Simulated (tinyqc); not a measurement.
Bandgap voltage reference from two bipolar transistors: one step of the calculation.

Two transistors of area 1 and N carry the same current I. Is(T) = Is (T/T0)^eta exp[(Vg0 q/kB)(1/T0 - 1/T)], VBE1 = Vt ln(I/Is(T)) + I rb, VBE2 = Vt ln(I/(N Is(T))) + I rb/N. The amplifier forces I R1(T) = VBE1 - VBE2 + Vos, with R(T) = R (1 + tc (T - T0)) for both resistors, and the output is Vref = VBE1 + I R2(T). Base currents and the Early effect are neglected.

Task. Operating point at another temperature. Vt = kB T/q; I = (Vt ln N + Vos)/(R1(T) - rb (1 - 1/N)).

Inputs (values chosen for the exercise); values of the order met in silicon bipolar transistors:
- T0 = 298 K (reference temperature)
- Vg0 = 1.156 V (band-gap voltage extrapolated to 0 K)
- eta = 3.1 (temperature exponent of the saturation current)
- Is = 7.9e-18 A (saturation current of the unit transistor at T0)
- N = 8 (area ratio of the second transistor)
- R1 = 20 kohm (resistor across which the difference of VBE falls, at T0)
- tc = 900 ppm/K (temperature coefficient of both resistors)
- Vos = 1 mV (offset of the amplifier)
- rb = 0 ohm (series resistance of the unit transistor)
- R2 = 212.4 kohm (output resistor at T0)
- T = 398 K (temperature)

Constants: q = 1.602176634e-19 C, kB = 1.380649e-23 J/K. Results are converted to the units shown.

Find: Vt; I; Is(T); VBE1; I R2; Vref.

Result.

Vt = 0.03430 V
I = 3.317 uA
Is(T) = 1.582e-12 A
VBE1 = 0.4992 V
I R2 = 0.7680 V
Vref = 1.267 V

From T0 to T, VBE1 changes by -183 mV and I R2 by 190 mV, which leaves 7.35 mV in Vref.

Computed by the program tinyqc: `OMP_NUM_THREADS=1 python tinyqc.py 2062059 2062060 out.jsonl`, one thread of a shared Intel Xeon 2.30GHz, about 0.02 s for the whole run.
